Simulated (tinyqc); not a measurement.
Front-illuminated p-i-n photodiode, quantum efficiency and bandwidth: two steps of the calculation.

Light enters through a p layer (0 to xp), a depleted layer (xp to xp + wi) and a thick n substrate, decaying as exp(-al x); one pass, no back reflection. Carriers made in the depleted layer are all collected; those in the neutral layers diffuse.

Values chosen for this exercise; values close to those of silicon at this wavelength:
```
symbol,value,unit,meaning
lam,1000,nm,wavelength
al,61.9,1/cm,absorption coefficient
Rf,0.3,,reflectance of the front face
eps_r,11.3,,relative permittivity
xp,0.85,um,thickness of the front p layer
wi,60,um,thickness of the depleted layer
Dn,13,cm^2/s,electron diffusion coefficient in the p layer
Ln,0.23,um,electron diffusion length in the p layer
S,7000,cm/s,recombination velocity of the front surface
Lp,5,um,hole diffusion length in the thick n substrate
ve,1.02e7,cm/s,electron drift velocity
vh,6.91e6,cm/s,hole drift velocity
dia,150,um,diameter
RL,50,ohm,load resistance
Cp,50,fF,parasitic capacitance
f,0.84,GHz,modulation frequency
```

Constants: q = 1.602176634e-19 C, h = 6.62607015e-34 J s, c = 299792458 m/s, eps0 = 8.8541878128e-14 F/cm where lengths are in cm. Results are converted to the units shown.

Question 1. Quantum efficiency. k = al Ln, s = S Ln/Dn, e = exp(-al xp); front layer f1 = (k/(k^2 - 1)) {[s + k - e (s cosh(xp/Ln) + sinh(xp/Ln))]/[s sinh(xp/Ln) + cosh(xp/Ln)] - k e}; depleted layer f2 = e (1 - exp(-al wi)); substrate f3 = e exp(-al wi) al Lp/(1 + al Lp); external efficiency (1 - Rf)(f1 + f2 + f3); responsivity = efficiency q lam/(h c).

Wanted: s; f1; f2; f3; external efficiency; responsivity.

Answer 1.

s = 0.012385
f1 = 0.0014156
f2 = 0.30860
f3 = 0.020599
external efficiency = 0.23143
responsivity = 0.18666 A/W

The front layer absorbs 0.525 % of the light that enters and collects 27.0 % of that. Diffusion from the neutral layers makes up 6.66 % of the current.

Question 2. Response at one frequency. Drift response for pairs made in the depleted layer, a = al wi, g = 1 - exp(-a), u = 2 pi i f, te = wi/ve, th = wi/vh: electrons He = [g - a (exp(-a) - exp(-u te))/(u te - a)]/(u te g), holes Hh = [g - a (1 - exp(-a - u th))/(a + u th)]/(u th g); C = eps0 eps_r pi (dia/2)^2/wi + Cp; total |He + Hh|/sqrt(1 + (2 pi f RL C)^2), for the current of the depleted layer alone.

Wanted: te; th; He; Hh; |He + Hh|; C; total response.

Answer 2.

te = 588.24 ps
th = 868.31 ps
He = 0.20737-0.34232i
Hh = 0.06482-0.25194i
|He + Hh| = 0.65363
C = 79.468 fF
total response = 0.65349

The drift response alone falls to 1/sqrt(2) at 0.756 GHz and the RC term alone at 40.1 GHz; together they give 0.756 GHz.

Computed by the program tinyqc: `OMP_NUM_THREADS=1 python tinyqc.py 2250033 2250034 out.jsonl`, one thread of a shared Intel Xeon 2.30GHz, about 0.01 s for the whole run.
